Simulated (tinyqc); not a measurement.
Gate length: charge control and current of a heterostructure field-effect transistor. Computed by tinyqc, a small Python program. Command: `OMP_NUM_THREADS=1 python tinyqc.py 3015364 3015365 out.jsonl hemt walk`. One thread of a shared host (Intel(R) Xeon(R) Processor @ 2.30GHz), about 0.01 s of CPU time with the checks.

Two subbands in a triangular well; E_F is counted from the conduction band edge of the channel at the interface.

Inputs (values chosen for the exercise, modelled on AlGaAs/GaAs): channel mass m = 0.068 m_0; permittivity eps (barrier and channel) = 12.5; barrier thickness d = 37 nm; Schottky barrier phi_B = 0.89 eV; conduction band offset dE_c = 0.26 eV; delta-doping density N_d = 6.1e+12 1/cm^2; gate voltage V_G = 0 V; mobility mu = 5500 cm^2/(V s); saturation velocity v_s = 1.7 1e7 cm/s; gate length L = 1200 nm; source resistance R_S = 0 ohm mm; temperature T = 300 K; mixing = 0.3; iteration cap = 200; spacer between delta layer and channel = 2.6 nm.

Charge source: delta doping. Velocity law: smooth.

Constants: e = 1.602176634e-19 C; eps_0 = 8.8541878128e-12 F/m; k_B = 8.617333262e-05 eV/K; hbar = 1.054571817e-34 J s; m_0 = 9.1093837015e-31 kg; k_B = 1.380649e-23 J/K.

Method:
- Threshold V_T = phi_B - dE_c - e N_d (d - spacer)/(eps eps_0) (in volts); C_b = eps eps_0/d.
- Charge control: n_s = C_b (V_G - V_T - E_F/e)/e. Well: mean field F = e n_s/(2 eps eps_0), E_i = (hbar^2/2m)^(1/3) [(3 pi e F/2)(i + 3/4)]^(2/3), i = 0, 1; n_s = D k_B T sum_i ln(1 + exp((E_F - E_i)/k_B T)), D = m/(pi hbar^2), which is solved in closed form for E_F.
- Iteration from n_s = C_b (V_G - V_T)/(2e): E_F from n_s, n_out from the charge control, n_new = n_s + mixing (n_out - n_s), kept above n_s/10; stop when |n_out/n_s - 1| < 1e-9.
- C_g = e dn_s/dV_G = 1/(1/C_b + 1/C_q), 1/C_q = d(E_F/e)/d(e n_s) by a central difference of +/- 0.1 % in n_s; added distance dd = eps eps_0/C_q.
- With V = e n_s/C_g and V_c = v_s L/mu: for v = mu F/(1 + mu F/v_s), V_Dsat = V_c (sqrt(1 + 2V/V_c) - 1) and I/W = C_g v_s (V - V_Dsat); g_m = dI/dV; extrinsic g_m/(1 + g_m R_S); f_T = g_m/(2 pi C_g L).

sheet density n_s = 3.92923e+12 1/cm^2

gate capacitance C_g = 0.268041 microfarad/cm^2

V = 2.34864 V

Scaling; the last columns are v_s/(2 pi L) and mu V/(2 pi L^2):
```
L (nm)  I/W (mA/mm)  g_m (mS/mm)  extrinsic g_m (mS/mm)   f_T (GHz)  velocity limit (GHz)  mobility limit (GHz)
30           979.24       435.44                 435.44  8.6185e+02                901.88            2.2843e+05
60           943.90       427.09                 427.09  4.2266e+02                450.94            5.7108e+04
120          896.16       415.34                 415.34  2.0551e+02                225.47            1.4277e+04
250          828.64       397.70                 397.70  9.4457e+01                108.23            3.2894e+03
500          746.05       374.34                 374.34  4.4455e+01                 54.11            8.2235e+02
1000         644.21       342.45                 342.45  2.0334e+01                 27.06            2.0559e+02
2000         525.89       300.27                 300.27  8.9147e+00                 13.53            5.1397e+01
5000         359.06       228.95                 228.95  2.7189e+00                  5.41            8.2235e+00
```

What follows from these numbers?

f_T scales as L^-1.03 at the short end and L^-1.30 at the long end; the two limits cross at L = mu V/v_s = 7600 nm. g_m tends to C_g v_s = 456 mS/mm. Fringe capacitances and short-channel effects, left out, lower f_T once L is below about ten barrier thicknesses. Caution: E_F lies above the conduction band minimum of the barrier, so electrons would spill into the barrier.

Extremes, crossings and ranges named in words are read from the listed rows.
